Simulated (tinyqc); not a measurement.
## Planar ballistic transistor, top-of-the-barrier model: effect of the insulator thickness

At the top of the source barrier, states moving towards the drain are filled by the source (Fermi level 0) and states moving back by the drain (Fermi level -q Vd); nothing scatters. U is the shift of the band edge there, set by the capacitances CG, CD and CS (the total) and by the charge. Parabolic two-dimensional band; the source is grounded.

N0 = gv m kB T/(pi hbar^2), CG = eps0 eox/tox, vT = sqrt(2 kB T/(pi m)), CS = CG/aG, n0 = n at U = 0 and Vd = 0. eta1 = -(E0 + U)/Vt, eta2 = eta1 - Vd/Vt, n = (N0/2)[F_0(eta1) + F_0(eta2)], F_0(x) = ln(1 + exp x). U = UL + q (n - n0)/CS with UL = -(aG Vg + aD Vd), energies in eV. I = q (N0/2) vT [F_(1/2)(eta1) - F_(1/2)(eta2)] per width, F_(1/2)(x) = (2/sqrt(pi)) int_0^infinity u^(1/2)/(1 + exp(u - x)) du. CQ = (q/Vt) dn/d(eta1). E0 is held fixed.

Values chosen for this exercise; mass and valleys close to those of germanium:
- T = 150 K (temperature)
- m = 0.121 m0 (effective mass)
- gv = 4 (valley degeneracy)
- eox = 16 (relative permittivity of the gate insulator)
- aG = 0.76 (gate control CG/CS)
- aD = 0.064 (drain control CD/CS)
- E0 = 0.26 eV (band edge at the barrier top above the source Fermi level at zero bias)
- Vg = 0.7 V (gate voltage)
- Vd = 0.7 V (drain voltage)

Constants: q = 1.602176634e-19 C, kB = 1.380649e-23 J/K, hbar = 1.054571817e-34 J s, m0 = 9.1093837015e-31 kg, Vt = kB T/q, eps0 = 8.8541878128e-14 F/cm where lengths are in cm. Results are converted to the units shown.

Results:

| tox (nm) | eta1 | n (cm^-2) | I (uA/um) | mean velocity I/(q n) (cm/s) | CQ/CS |
|---|---|---|---|---|---|
| 0.5 | 17.09 | 2.233e13 | 1.222e4 | 3.415e7 | 0.4344 |
| 0.74 | 14.92 | 1.949e13 | 9979 | 3.195e7 | 0.6430 |
| 1.1 | 12.53 | 1.637e13 | 7701 | 2.935e7 | 0.9558 |
| 1.6 | 10.25 | 1.340e13 | 5722 | 2.666e7 | 1.390 |
| 2.4 | 7.943 | 1.038e13 | 3933 | 2.365e7 | 2.085 |
| 5.4 | 4.295 | 5.630e12 | 1641 | 1.820e7 | 4.629 |
| 8 | 3.042 | 4.035e12 | 1045 | 1.617e7 | 6.634 |

Estimate the missing row, tox = 3.6 nm.

Computed row:

| tox (nm) | eta1 | n (cm^-2) | I (uA/um) | mean velocity I/(q n) (cm/s) | CQ/CS |
|---|---|---|---|---|---|
| 3.6 | 5.935 | 7.759e12 | 2581 | 2.076e7 | 3.120 |

With this row back in the table: As tox goes from 0.5 to 8 nm, n falls from 2.23e13 to 4.04e12 cm^-2, the mean velocity falls from 3.42e7 to 1.62e7 cm/s and the current falls from 12200 to 1050 uA/um. CQ/CS goes from 0.43 to 6.6. Over the range the current goes as tox^(-0.89) on average. For tox = 0.5 to 0.74 nm the insulator is under 1 nm thick, where gate tunnelling would matter.

Computed by the program tinyqc: `OMP_NUM_THREADS=1 python tinyqc.py 2400011 2400012 out.jsonl`, one thread of a shared Intel Xeon 2.30GHz, about 0.01 s for the whole run.
